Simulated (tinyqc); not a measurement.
Hexagonal on-chip spiral inductor, lumped pi model: effect of the oxide below the coil.

Outer diameter do = di + 2 n wd + 2 (n - 1) sp, mean da = (do + di)/2, fill p = (do - di)/(do + di), length l = 3.464 n da. L = 2.33 mu0 n^2 da/(1 + 3.82 p), mu0 = 4 pi 1e-7 H/m. Rs = rho l/(wd delta (1 - exp(-th/delta))), delta = sqrt(rho/(pi f mu0)). Cs = n wd^2 eps0 eo/hu across the coil. At each end Cox = l wd eps0 eo/(2 ho) leads to the substrate branch Rsi = 2 rs he/(l wd) in parallel with Csi = l wd eps0 11.7/(2 he). With one end grounded Y = 1/(Rs + i w L) + i w Cs + 1/[1/(i w Cox) + 1/(1/Rsi + i w Csi)], w = 2 pi f; Q = -Im Y/Re Y. Eddy currents in neighbouring turns and in the substrate are left out.

Peak Q and its frequency from a search over f; self-resonance where Im Y = 0; Q at the given f (negative beyond resonance).

Values chosen for this exercise; values of the order met in silicon radio-frequency processes:

| symbol | value | unit | meaning |
|---|---|---|---|
| n | 5.5 |  | number of turns |
| wd | 15 | um | line width |
| sp | 2 | um | space between turns |
| di | 40 | um | inner diameter |
| th | 2 | um | metal thickness |
| rho | 3 | uohm cm | metal resistivity |
| hu | 1.1 | um | oxide between coil and underpass |
| eo | 4.1 |  | relative permittivity of the oxide |
| rs | 1 | ohm cm | substrate resistivity |
| he | 80 | um | effective spreading depth in the substrate |
| f | 3.1 | GHz | frequency |

Constants: eps0 = 8.8541878128e-12 F/m. Results are converted to the units shown.

The same in every row: L (nH) = 3.184; do (um) = 223.0.

Effect of the oxide below the coil:
```
ho (um),peak Q,f of the peak (GHz),self-resonance (GHz),Q at f
1,4.911,1.203,4.073,0.7769
2,6.494,1.672,4.971,3.181
3,7.599,2.027,5.733,5.639
5,9.171,2.570,6.877,8.751
7,10.30,2.990,7.710,10.28
10,11.54,3.483,8.623,11.39
15,12.96,4.088,9.648,12.16
```

As ho goes from 1 to 15, L stays at 3.18 nH, the peak Q rises from 4.91 to 13.0, its frequency rises from 1.20 to 4.09 GHz and the self-resonance rises from 4.07 to 9.65 GHz.

tinyqc, about 0.01 s, one thread, Intel Xeon 2.30GHz (shared host): `OMP_NUM_THREADS=1 python tinyqc.py 2302065 2302066 out.jsonl`
